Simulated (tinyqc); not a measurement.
# Polycrystalline film, grain-boundary barriers (Seto model): two studies

One-dimensional grains of size Lg with donors N; each boundary has Qt acceptor-like traps per area at one level Et below the band edge. Trapped electrons qt deplete a width w = qt/N (both sides together) and raise a barrier Vb = q N w^2/(8 eps0 eps_r). Current crosses the barriers by thermionic emission at small bias. Abrupt depletion, full ionisation, Boltzmann statistics.

Values chosen for this exercise; values close to those of polycrystalline silicon:
```
symbol   value        unit                                     meaning
T          293           K                                 temperature
eps_r     11.7              relative permittivity of the semiconductor
Lg          50          nm                                  grain size
Qt      1.3e12       cm^-2                  trap density at a boundary
N       1.1e17       cm^-3                               donor density
mg         370  cm^2/(V s)                     mobility inside a grain
vc         7e6        cm/s          collection velocity at the barrier
Nc      2.7e19       cm^-3      conduction-band density of states at T
Et        0.46          eV              trap level below the band edge
```

Constants: q = 1.602176634e-19 C, kB = 1.380649e-23 J/K, Vt = kB T/q, eps0 = 8.8541878128e-14 F/cm where lengths are in cm. Results are converted to the units shown.

Each table varies one quantity; the others keep the values above.

## Effect of the donor density

Partly depleted grains: the density at the grain centre is n0 = N and qt = Qt/(1 + 2 (Nc/N) exp((Vb - Et)/Vt)). If that gives qt >= N Lg, the grains are fully depleted: qt = N Lg, w = Lg and n0 = 2 Nc exp((Vb - Et)/Vt)/(Qt/(N Lg) - 1). Resistivity: barriers rb = Vt exp(Vb/Vt)/(q n0 vc Lg), grain interior rg = (1 - w/Lg)/(q mg N); effective mobility 1/(q N (rb + rg)).

Effect of the donor density:
```
N (cm^-3)      w/Lg     Vb (V)  n0 (cm^-3)  resistivity (ohm cm)
1.3e16       1.0000  0.0062830   4.4610e10              1.2945e5
2.6e16       1.0000   0.012566   1.2079e11                 61318
5.4e16       1.0000   0.026099   4.8703e11                 25991
1.1e17       1.0000   0.053164   3.9799e12                9290.7
2.2e17       1.0000    0.10633   2.4512e14                1238.8
4.5e17      0.57776   0.072600   4.5000e17               0.19325
9.2e17      0.28261   0.035513   9.2000e17              0.033130
1.9e18      0.13684   0.017196   1.9000e18              0.012346
3.8e18     0.068421  0.0085978   3.8000e18             0.0058010
7.8e18     0.033333  0.0041887   7.8000e18             0.0027720
```

As N goes from 1.3e16 to 7.8e18 cm^-3, the barrier goes from 0.00628 through a maximum of 0.106 (at N = 2.2e17 cm^-3 among the rows listed) to 0.00419 V and the resistivity falls from 1.29e5 to 0.00277 ohm cm. The grains are fully depleted in 5 of the 10 rows. The steepest fall, as N^(-12.2), lies between 2.2e17 and 4.5e17 cm^-3; N* = 2.60e17 cm^-3. The barrier grows with N while the grains are depleted and shrinks once they are not, hence the maximum. At N = 1.3e16, 2.6e16, 5.4e16, 9.2e17, 1.9e18, 3.8e18, 7.8e18 cm^-3 the barrier is under 2 Vt, where the depletion and emission pictures are rough.

## Effect of the grain size

Same model as above.

Effect of the grain size:
```
Lg (nm)     w/Lg     Vb (V)  n0 (cm^-3)  resistivity (ohm cm)
10        1.0000  0.0021266   6.6457e10              3.6853e5
16        1.0000  0.0054440   1.2838e11              1.3597e5
26        1.0000   0.014376   3.2939e11                 46453
43        1.0000   0.039320   1.7939e12                 13851
70        1.0000    0.10420   5.9520e13                3349.7
110      0.97664    0.24543   1.1000e17                309.93
180      0.59684    0.24543   1.1000e17                189.46
300      0.35810    0.24543   1.1000e17                113.74
```

Read the table: what changes, and by how much?

As Lg goes from 10 to 300 nm, the barrier rises from 0.00213 to 0.245 V and the resistivity falls from 3.69e5 to 114 ohm cm. The grains are fully depleted in 5 of the 8 rows. For Lg = 10 to 43 nm the barrier is under 2 Vt, where the depletion and emission pictures are rough.

Program tinyqc, `OMP_NUM_THREADS=1 python tinyqc.py 2610134 2610135 out.jsonl`; Intel Xeon 2.30GHz, shared host, one thread, about 0.01 s.
